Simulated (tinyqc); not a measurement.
Tunnelling through a thin dielectric with one trap, as a tight-binding chain: one step. Transmission. The numbers come from values chosen for the exercise (barrier and mass of the size used for SiO2 on silicon).

Hopping -t everywhere, t = c/(m a^2), c = hbar^2/2m0; lead sites at 2t (band bottom 0), barrier sites 1 to N at 2t + phi, and site j has U besides. No voltage. Leads give S = -t exp(ika) on sites 1 and N, cos(ka) = 1 - E/(2t). T = (2 t sin(ka))^2 |G_1N|^2, G = (E - H - S)^-1. In the barrier cosh(q a) = 1 + (phi - E)/(2t).

E - H - S (eV):
```
[[-3.945211+0.995083i, 1.325211, 0.000000, 0.000000, 0.000000, 0.000000, 0.000000, 0.000000, 0.000000, 0.000000],
 [1.325211, -4.820422, 1.325211, 0.000000, 0.000000, 0.000000, 0.000000, 0.000000, 0.000000, 0.000000],
 [0.000000, 1.325211, -4.820422, 1.325211, 0.000000, 0.000000, 0.000000, 0.000000, 0.000000, 0.000000],
 [0.000000, 0.000000, 1.325211, -4.820422, 1.325211, 0.000000, 0.000000, 0.000000, 0.000000, 0.000000],
 [0.000000, 0.000000, 0.000000, 1.325211, -4.820422, 1.325211, 0.000000, 0.000000, 0.000000, 0.000000],
 [0.000000, 0.000000, 0.000000, 0.000000, 1.325211, -4.820422, 1.325211, 0.000000, 0.000000, 0.000000],
 [0.000000, 0.000000, 0.000000, 0.000000, 0.000000, 1.325211, -1.340422, 1.325211, 0.000000, 0.000000],
 [0.000000, 0.000000, 0.000000, 0.000000, 0.000000, 0.000000, 1.325211, -4.820422, 1.325211, 0.000000],
 [0.000000, 0.000000, 0.000000, 0.000000, 0.000000, 0.000000, 0.000000, 1.325211, -4.820422, 1.325211],
 [0.000000, 0.000000, 0.000000, 0.000000, 0.000000, 0.000000, 0.000000, 0.000000, 1.325211, -3.945211+0.995083i]]
```

t = 1.325211 eV
ka = 0.8494031 rad

Problem. Invert the matrix; T = (2 t sin(ka))^2 |G_1N|^2.

Give: first row of G; T.

Solution.

first row of G (1/eV): [-0.2613-0.07328i, -0.07828-0.02195i, -0.02346-0.006580i, -0.007058-0.001980i, -0.002213-0.0006208i, -0.0009910-0.0002786i, -0.001392-0.0003927i, -0.0004169-0.0001186i, -0.0001246-3.870e-05i, -3.626e-05-2.214e-05i]

T = 7.151e-09

Without the trap T is 1.32e-10: the trap changes it by a factor 54.3 at this energy.

Run: tinyqc, `OMP_NUM_THREADS=1 python tinyqc.py 1452592 1452593 out.jsonl`; Intel(R) Xeon(R) Processor @ 2.30GHz, one thread, shared host; about 0.1 s of CPU time with all checks.
